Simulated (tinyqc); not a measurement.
Loss and coupling from a measured resonance.

Inverse problem. An all-pass ring of radius Rr has F = FSR/FWHM = pi sqrt(a t)/(1 - a t) and Tmin = (a - t)^2/(1 - a t)^2; it is known to be overcoupled (t < a). a = 10^(-al L/20), L = 2 pi Rr, k2 = 1 - t^2, FSR = lam^2/(ng L). Find ng, al and k2.

Values chosen for this exercise:

| symbol | value | unit | meaning |
|---|---|---|---|
| lam | 1550 | nm | cold resonance wavelength |
| Rr | 10 | um | ring radius |

FSR = 9.441228414 nm
FWHM = 118.3864302 pm
Tmin (linear) = 0.09129179994

Answer. The finesse gives the product a t, Tmin the difference |a - t|; the spectrum alone cannot tell which is which.

ng = 4.050
al = 19.00 dB/cm
k2 = 0.05000

Computed by the program tinyqc: `OMP_NUM_THREADS=1 python tinyqc.py 2650028 2650029 out.jsonl`, one thread of a shared Intel Xeon 2.30GHz, about 0.01 s for the whole run.
